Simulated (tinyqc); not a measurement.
Worked calculation: Jacobi rotations on a symmetric matrix. Computed by tinyqc, a small Python program that keeps every step. Settings: method = jacobi. Command: `OMP_NUM_THREADS=1 python tinyqc.py 26708 26709 out.jsonl` (the two numbers bound the seeds that draw the settings). One thread of a shared host (Intel(R) Xeon(R) Processor @ 2.60GHz), about 0.01 s of CPU time with the checks.

## Jacobi rotation 1

A:
```
[[0.698000, -0.050000, -0.459000, 0.278000, 0.485000, 0.178000],
 [-0.050000, 1.336000, -0.135000, -0.327000, 0.342000, 0.304000],
 [-0.459000, -0.135000, 1.373000, -0.005000, 0.189000, -0.133000],
 [0.278000, -0.327000, -0.005000, 1.962000, 0.171000, 0.440000],
 [0.485000, 0.342000, 0.189000, 0.171000, 3.302000, -1.120000],
 [0.178000, 0.304000, -0.133000, 0.440000, -1.120000, 4.442000]]
```

Take the largest off-diagonal element A_pq; tan 2 theta = 2 A_pq / (A_qq - A_pp) with |theta| <= pi/4; A' = J^T A J with J_pp = J_qq = cos, J_pq = sin, J_qp = -sin.

p, q, theta (rad): [5.000000, 6.000000, -0.550016]

A':
```
[[0.698000, -0.050000, -0.459000, 0.278000, 0.506511, -0.101762],
 [-0.050000, 1.336000, -0.135000, -0.327000, 0.450462, 0.080401],
 [-0.459000, -0.135000, 1.373000, -0.005000, 0.091606, -0.212175],
 [0.278000, -0.327000, -0.005000, 1.962000, 0.375769, 0.285725],
 [0.506511, 0.450462, 0.091606, 0.375769, 2.615298, 0.000000],
 [-0.101762, 0.080401, -0.212175, 0.285725, 0.000000, 5.128702]]
```

## Jacobi rotation 2

As before.

p, q, theta (rad): [1.000000, 5.000000, 0.243038]

A':
```
[[0.572416, -0.156935, -0.467556, 0.179400, 0.000000, -0.098771],
 [-0.156935, 1.336000, -0.135000, -0.327000, 0.425190, 0.080401],
 [-0.467556, -0.135000, 1.373000, -0.005000, -0.021545, -0.212175],
 [0.179400, -0.327000, -0.005000, 1.962000, 0.431627, 0.285725],
 [0.000000, 0.425190, -0.021545, 0.431627, 2.740882, -0.024489],
 [-0.098771, 0.080401, -0.212175, 0.285725, -0.024489, 5.128702]]
```

## All rotations

The off-diagonal norm falls at every rotation.

Rotations:
```
step    p    q      theta  off-diagonal norm
1       5    6  -0.550016           1.53e+00
2       1    5   0.243038           1.35e+00
3       1    3  -0.431375           1.18e+00
4       4    5   0.418366           1.01e+00
5       2    4  -0.569708           7.54e-01
6       1    4   0.133316           6.78e-01
7       2    5   0.111494           6.05e-01
8       2    6   0.048920           5.33e-01
9       1    6  -0.042647           4.47e-01
10      4    6   0.052148           3.86e-01
11      3    6  -0.043625           3.17e-01
...   ...  ...        ...                ...
33      3    5   0.000018           1.55e-05
34      1    4   3.92e-06           1.19e-05
35      4    6  -2.05e-06           7.89e-06
36      2    5   2.04e-06           5.47e-06
37      1    3   3.01e-06           1.99e-07
38      2    4  -1.26e-07           5.42e-08
39      2    6   6.49e-09           3.84e-08
40      1    6  -5.49e-09           7.18e-09
41      2    3  -7.67e-09           3.36e-09
42      4    5  -2.20e-09           1.84e-09
43      3    6   3.27e-10           8.04e-10
```

eigenvalues: [0.305086, 1.001641, 1.586688, 2.075679, 2.975956, 5.167951]
